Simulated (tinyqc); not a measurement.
# Worked calculation: carrier lifetime of an n-type layer with SRH, radiative, Auger and surface recombination

Program tinyqc, `OMP_NUM_THREADS=1 python tinyqc.py 2300022 2300023 out.jsonl`; Intel Xeon 2.30GHz, shared host, one thread, about 0.01 s. Printed values are rounded.

Uniform excess density dn = dp (no trapping), n = n0 + dn, p = p0 + dn, Boltzmann statistics, full ionisation. Surfaces enter as a rate 2 S dn/d, which holds while diffusion to them is fast.

Values chosen for this exercise; band and dielectric values close to those of gallium arsenide:
```
symbol,value,unit,meaning
T,300,K,temperature
Eg,1.43,eV,band gap
Nc,4.48e17,cm^-3,conduction-band density of states at T
Nv,8.96e18,cm^-3,valence-band density of states at T
B,6.92e-10,cm^3/s,radiative coefficient
N,1.1e16,cm^-3,donor density
Cn,1.6e-30,cm^6/s,Auger coefficient (two electrons)
Cp,4.7e-31,cm^6/s,Auger coefficient (two holes)
Nt,5.2e11,cm^-3,trap density
sn,1e-15,cm^2,capture cross-section for electrons
sp,9e-17,cm^2,capture cross-section for holes
vth,1.6e7,cm/s,thermal velocity (both carriers)
Et,0.3,eV,trap level below the conduction band
S,4000,cm/s,surface recombination velocity (both faces)
d,10,um,sample thickness
G,5.5e22,cm^-3 s^-1,generation rate
```

Constants: q = 1.602176634e-19 C, kB = 1.380649e-23 J/K, Vt = kB T/q. Results are converted to the units shown.

Range of the model: S d exceeds 2.5 cm^2/s, comparable with a diffusion coefficient, so 2 S/d overstates the surface loss.

## Equilibrium densities and SRH constants

ni = sqrt(Nc Nv) exp(-Eg/(2 Vt)), Eg in volts; majority density N/2 + sqrt(N^2/4 + ni^2), n0 p0 = ni^2; n1 = Nc exp(-Et/Vt), p1 = Nv exp((Et - Eg)/Vt); tn0 = 1/(sn vth Nt), tp0 = 1/(sp vth Nt).

ni = 1.95129e6 cm^-3
n0 = 1.1e16 cm^-3
p0 = 3.46139e-4 cm^-3
n1 = 4.08790e12 cm^-3
p1 = 0.931416 cm^-3
tn0 = 1.20192e-4 s
tp0 = 0.00133547 s

## Starting value

dn = 6e14 cm^-3.

dn at the start = 6e14 cm^-3

## Iteration 1: new dn

With e = n p - ni^2 = dn (n0 + p0 + dn): U_SRH = e/(tp0 (n + n1) + tn0 (p + p1)), U_rad = B e, U_Aug = (Cn n + Cp p) e, U_s = 2 S dn/d. Substitution: tau = dn/U with U the sum, dn(new) = G tau.

U_SRH = 4.47041e17 cm^-3 s^-1
U_rad = 4.81632e21 cm^-3 s^-1
U_Aug = 1.31140e17 cm^-3 s^-1
U_s = 4.8e21 cm^-3 s^-1
tau = 6.23902e-8 s
dn after iteration 1 = 3.43146e15 cm^-3

## Iteration 2: new dn

As before.

U_SRH = 2.51495e18 cm^-3 s^-1
U_rad = 3.42685e22 cm^-3 s^-1
U_Aug = 1.22332e18 cm^-3 s^-1
U_s = 2.74517e22 cm^-3 s^-1
tau = 5.55937e-8 s
dn after iteration 2 = 3.05765e15 cm^-3

## Course of the iteration

Stop when the step is below 1e-10 of the value, or after 40 iterations.

Course of the iteration:
```
iteration	dn before the step (cm^-3)	step (cm^-3)
1	6e14	2.83e15
2	3.43146e15	-3.74e14
3	3.05765e15	4.46e13
4	3.10227e15	-5.39e12
5	3.09687e15	6.51e11
6	3.09753e15	-7.86e10
7	3.09745e15	9.49e9
8	3.09746e15	-1.15e9
9	3.09746e15	1.38e8
10	3.09746e15	-1.67e7
11	3.09746e15	2.02e6
12	3.09746e15	-2.43e5
```

Converged in 12 iterations. At the solution d ln U/d ln dn = 1.12, so the logarithmic slope of the map is 1 - 1.12 = -0.12; its size is below 1, so substitution contracts.

## Lifetime, shares and quasi-Fermi splitting

converged dn = 3.09746e15 cm^-3

With e = n p - ni^2 = dn (n0 + p0 + dn): U_SRH = e/(tp0 (n + n1) + tn0 (p + p1)), U_rad = B e, U_Aug = (Cn n + Cp p) e, U_s = 2 S dn/d. tau = dn/U, shares of U, splitting Vt ln(n p/ni^2), radiative efficiency U_rad/U.

tau = 5.63174e-8 s
shares (%): SRH 0.0041, radiative 54.9401, Auger 0.0019, surface 45.0539
quasi-Fermi splitting = 1.13454 V

Radiative recombination takes the largest share. dn is 0.28 times the doping: intermediate injection.
